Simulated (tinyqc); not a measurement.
# Floating body of a partially depleted SOI transistor: body voltage and kink: effects of single changes

Source at 0 V. Channel current Ic = 2 nf K Vt^2 [F(0) - F(Vd)](1 + la Vd), F(V) = ln^2(1 + exp((Vg - VT - nf V)/(2 nf Vt))), VT = VT0 - gb Vb. Saturation voltage Vs = 2 Vt sqrt(F(0)) + 3 Vt, excess Ve = (Vd - Vs + sqrt((Vd - Vs)^2 + 0.0004 V^2))/2, multiplication M1 = Ai Ve exp(-Bl/Ve). Each junction passes D(v) = J1 (exp(v/Vt) - 1) + J2 (exp(v/(2 Vt)) - 1). Bipolar current Ib = bb J1 (exp(Vb/Vt) - 1). The body settles where M1 (Ic + Ib) = D(Vb) + D(Vb - Vd) + Vb/Rb; drain current Id = (1 + M1)(Ic + Ib) - D(Vb - Vd).

Parameters, values chosen for the exercise; values of the order met in partially depleted silicon-on-insulator transistors:
```
symbol,value,unit,meaning
T,300,K,temperature
VT0,0.32,V,threshold at zero body voltage
gb,0.25,,fall of the threshold per volt of body voltage
nf,1.19,,slope factor
K,370,uA/(V^2 um),gain factor per width
la,0.1,1/V,channel-length modulation factor
Ai,2.47,1/V,impact-ionisation prefactor
Bl,7.2,V,impact-ionisation voltage
J1,1.3e-13,uA/um,diffusion saturation current of each junction
J2,8.8e-8,uA/um,recombination saturation current of each junction
bb,0.5,,gain of the lateral bipolar transistor on the diffusion current
Rb,1e9,kohm um,"resistance of a weak body tie to the source (1e9 stands for no tie, and the term is then dropped)"
Vg,0.84,V,gate voltage
Vd,1.6,V,drain voltage
```

Constants: q = 1.602176634e-19 C, kB = 1.380649e-23 J/K, Vt = kB T/q. Results are converted to the units shown.

Each table varies one quantity; the others keep the values above.

## Output curve and kink

Rows with more than one solution for Vb (latch) are left out; dId/dVd by a forward difference over 1e-4 V, swing = 1e-4 V over the change of log10 Id; M1 under 1e-12 is printed as 0.

Output curve and kink:
```
Vd (V),Vb (V),M1,"Id, floating (uA/um)","Id, grounded (uA/um)",ratio,"dId/dVd, floating (uS/um)","dId/dVd, grounded (uS/um)"
1.16,0.4090,3.582e-6,67.18,46.92,1.432,62.31,4.224
1.32,0.5491,5.030e-5,76.03,47.60,1.597,48.33,4.358
1.48,0.6414,3.537e-4,82.64,48.33,1.710,34.76,4.792
1.64,0.6984,0.001545,87.48,49.16,1.779,26.79,5.714
1.8,0.7362,0.004799,91.52,50.19,1.824,24.48,7.242
```

What does the comparison show?

Vb rises from 0.409 to 0.736 V and the ratio of the currents rises from 1.43 to 1.82. The output conductance with a floating body exceeds the grounded value by the largest factor among the rows, 14.7, at Vd = 1.16 V, where Vb = 0.409 V and M1 = 3.58e-6.

## Transfer curve and swing

Same model as above.

Transfer curve and swing:
```
Vg (V),Vb (V),M1,"Id, floating (uA/um)","Id, grounded (uA/um)",ratio,"swing, floating (mV/decade)","swing, grounded (mV/decade)"
-0.13,0.03977,0.03322,5.203e-7,4.009e-7,1.298,82.64,90.75
-0.03,0.1168,0.03319,2.086e-5,8.141e-6,2.562,47.68,71.73
0.07,0.3781,0.03273,0.004167,2.051e-4,20.32,44.17,71.48
0.17,0.5900,0.02907,0.3187,0.004943,64.47,72.57,73.87
0.27,0.6711,0.02169,2.949,0.09490,31.07,150.9,84.74
0.37,0.6990,0.01480,9.410,0.9752,9.650,258.8,121.1
0.47,0.7091,0.009585,19.59,4.426,4.427,377.7,195.4
0.57,0.7106,0.005887,33.24,11.52,2.886,499.3,296.1
0.67,0.7062,0.003396,50.22,22.31,2.251,621.6,407.5
```

Vb goes from 0.0398 through a maximum of 0.711 (at Vg = 0.57 V among the rows listed) to 0.706 V. The smallest swing among the rows is 44.2 mV a decade with a floating body (at Vg = 0.07 V) and 71.5 with a grounded one; Vt ln 10 = 59.5. The floating swing is smaller by more than 3 % for Vg = -0.13, -0.03, 0.07 V, where the rising Vb lowers the threshold as Vg rises. In the first row the floating body raises the current by a factor of 1.30.

Range of the model: The multiplication law is an empirical form chosen for the exercise; self-heating and capacitive coupling to the body are left out, and the linear laws are rough once Vb passes about 0.7 V or M1 about 0.1.

Numbers from tinyqc (`OMP_NUM_THREADS=1 python tinyqc.py 2182245 2182246 out.jsonl`; about 0.2 s on one thread of a shared Intel Xeon 2.30GHz).
